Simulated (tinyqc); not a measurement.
Electron mobility in a silicon inversion layer, empirical terms and Matthiessen rule: course of the iteration: inversion density for the measured current.

Inversion layer of sheet density Ns on a uniformly doped body. The mobility terms are empirical power laws with prefactors chosen for the exercise; adding their inverses (Matthiessen) is itself an approximation.

I = (W/L) q Ns mu Vd. E = q (Ndep + eta Ns)/(eps0 eps_r) in MV/cm. With t = T/(300 K): muC = Ac (Ns/1e12 cm^-2) t/(Nb/1e17 cm^-3 + Nit/1e11 cm^-2), muP = Ap E^(-1/3) t^(-1.75), muS = As E^(-gs); 1/mu is the sum of the inverses. Ns(new) = I/((W/L) q mu Vd).

Stop when Ns changes by less than 1e5 cm^-2, or after 15 iterations.

Inputs (values chosen for the exercise); material values close to those of silicon:
- T = 325 K (temperature)
- eps_r = 11.6 (relative permittivity of the semiconductor)
- Nb = 1.7e18 cm^-3 (body doping)
- eta = 0.5 (weight of the inversion charge in the effective field)
- Ap = 458 cm^2/(V s) (phonon-limited mobility at 1 MV/cm and 300 K)
- As = 812 cm^2/(V s) (roughness-limited mobility at 1 MV/cm)
- gs = 2 (exponent of the roughness term)
- Ac = 1700 cm^2/(V s) (Coulomb prefactor)
- Nit = 2.1e11 cm^-2 (charge at the interface)
- WL = 1 (ratio W/L)
- Vd = 0.02 V (drain voltage)
- I = 0.583 uA (measured linear current)

Constants: q = 1.602176634e-19 C, eps0 = 8.8541878128e-14 F/cm where lengths are in cm. Results are converted to the units shown.

Ns at the start = 2.6e12 cm^-2
Ndep = 4.54654e12 cm^-2

Course of the iteration:
```
iteration,Ns (cm^-2),|change| (cm^-2)
1,1.35527e12,1.24e12
2,1.96793e12,6.13e11
3,1.56063e12,4.07e11
4,1.79340e12,2.33e11
5,1.64641e12,1.47e11
6,1.73406e12,8.76e10
7,1.67988e12,5.42e10
8,1.71266e12,3.28e10
9,1.69256e12,2.01e10
10,1.70478e12,1.22e10
11,1.69731e12,7.47e9
12,1.70186e12,4.55e9
13,1.69908e12,2.78e9
14,1.70078e12,1.69e9
15,1.69974e12,1.03e9
```

Did this iteration meet its convergence test, and what does its course show?

No. Not converged within 15 iterations. The value swings about the solution and each change is still 0.61 times the one before. Near the solution, 1.700e12 cm^-2, d ln Ns(new)/d ln Ns = -d ln mu/d ln Ns = -0.610, which sets the rate. A rerun with the update Ns (Ns(new)/Ns)^(1/(1 - s)), s = -0.610, converges in 4 iterations.

tinyqc, about 0.01 s, one thread, Intel Xeon 2.30GHz (shared host): `OMP_NUM_THREADS=1 python tinyqc.py 2510002 2510003 out.jsonl`
